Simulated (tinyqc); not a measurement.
Gated two-dimensional channel with two bands, quantum capacitance: one step of the calculation.

phi is the Fermi level above the lowest band edge, in volts; Vg is counted from the gate voltage at which an empty channel would have phi = 0. The channel has no thickness; trap charge is -q Dit phi.

Task. Gate capacitance. Cox = eps0 eox/tox.

Parameters, values chosen for the exercise: relative permittivity of the gate insulator (close to silicon dioxide) eox = 3.9; insulator thickness tox = 3 nm.

Constants: eps0 = 8.8541878128e-14 F/cm where lengths are in cm. Results are converted to the units shown.

Find: Cox.

Result.

Cox = 1.151 uF/cm^2

tinyqc, about 0.01 s, one thread, Intel Xeon 2.30GHz (shared host): `OMP_NUM_THREADS=1 python tinyqc.py 2200131 2200132 out.jsonl`
